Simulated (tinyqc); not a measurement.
## Threshold-voltage variability of a planar MOSFET, analytic estimates: a gate of 8 grains

Three independent sources add in quadrature: random dopants in the depleted layer, metal-gate grains of two orientations, and roughness of the two gate edges acting through the roll-off VT = VT(long) - Vr exp(-L/l). These are first-order estimates: no three-dimensional electrostatics, no percolation.

Each of 8 equal grains has the higher work function with probability p; the threshold shift is dW (j/8 - p) for j such grains, and the off current changes by exp(-shift/(n Vt)).

Parameters, values chosen for the exercise; material values close to those of silicon: temperature T = 400 K; work-function difference of the two grain orientations dW = 0.1 eV; share of the orientation of higher work function p = 0.5; subthreshold factor n = 1.36.

Constants: q = 1.602176634e-19 C, kB = 1.380649e-23 J/K, Vt = kB T/q. Results are converted to the units shown.

Distribution:
```
j	probability	shift (mV)	Ioff factor	probability x factor
0	0.003906	-50.00	2.905	0.01135
1	0.03125	-37.50	2.225	0.06954
2	0.1094	-25.00	1.705	0.1864
3	0.2188	-12.50	1.306	0.2856
4	0.2734	0.00	1.000	0.2734
5	0.2188	12.50	0.7659	0.1675
6	0.1094	25.00	0.5867	0.06417
7	0.03125	37.50	0.4494	0.01404
8	0.003906	50.00	0.3442	0.001344
```

What do the numbers show?

The standard deviation is dW sqrt(p (1 - p)/8) = 17.7 mV. The mean off current is 1.07 times the nominal one; the log-normal formula exp(s^2/(2 (n Vt)^2)) gives 1.07. Devices with j = 3, 22 % of all, carry 27 % of the mean leakage.

tinyqc, about 0.01 s, one thread, Intel Xeon 2.30GHz (shared host): `OMP_NUM_THREADS=1 python tinyqc.py 2090084 2090085 out.jsonl`
